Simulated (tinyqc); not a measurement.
# Thermal resistances of a two-die stack

Inverse problem. Heat leaves through the lower die only, and the system is linear. Find the resistance R1 from the lower die to the coolant, R2 between the dies, and the rise of the upper die when both are powered.

Inputs (values chosen for the exercise): power of the lower die P1 = 40 W; power of the upper die P2 = 7.7 W.

rises of the lower and upper die with only the lower one powered (K): 12  12
rises of the lower and upper die with only the upper one powered (K): 2.31  5.159

Answer. With only the lower die powered no heat crosses R2, so both dies rise by P1 R1; the difference in the second test is P2 R2; rises add.

R1 = 0.3000 K/W
R2 = 0.3700 K/W
rise of the upper die = 17.16 K

tinyqc, about 0.03 s, one thread, Intel Xeon 2.30GHz (shared host): `OMP_NUM_THREADS=1 python tinyqc.py 2162188 2162189 out.jsonl`
